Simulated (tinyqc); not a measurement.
Surface segregation during layer-by-layer epitaxy: two-layer exchange kinetics and the shape of quantum wells and delta layers: one step, computed by the program tinyqc. Command: `OMP_NUM_THREADS=1 python tinyqc.py 3016380 3016381 out.jsonl mbeseg walk`. One thread of a shared host (Intel(R) Xeon(R) Processor @ 2.30GHz), about 0.01 s of CPU time with the checks.

Atoms A and B exchange only between the growing layer and the one below it. B is supplied for N layers, then pure A follows.

Problem. The second layer. Each layer is deposited complete with B share x_dep and then exchanges for the time tau = 1/G with the layer below, whose share is b (total c = s + b fixed): ds/dt = p1 b (1 - s) - p2 s (1 - b), s(0) = x_dep. With the roots s1 < s2 of the right side, (s - s1)/(s - s2) = [(s(0) - s1)/(s(0) - s2)] exp(-(p1 - p2)(s2 - s1) tau). The lower layer is then buried with c - s, and s becomes the b of the next layer. Layer 1 is deposited on pure A with share x0; with nothing to lift from below, take b = 0 and s(0) = x0 for it. Then layer 2 has x_dep = x0.

Inputs (values chosen for the exercise, close to those used for antimony in silicon):

| quantity | value | unit |
|---|---|---|
| growth rate G | 0.55 | layers/s |
| share x0 of B in the flux during the well | 0.095 | - |
| layers in the well N | 6 | - |
| temperature T | 420 | C |

p1 = 0.1888172 1/s

p2 = 1.600939e-05 1/s

Give: share in layer 1 after its exchange; root s1 for layer 2; root s2 for layer 2; share in layer 2 after its exchange; share buried in layer 1.

Solution.

share in layer 1 after its exchange = 0.09500

root s1 for layer 2 = 0.1900

root s2 for layer 2 = 1.000

share in layer 2 after its exchange = 0.1201

share buried in layer 1 = 0.06995
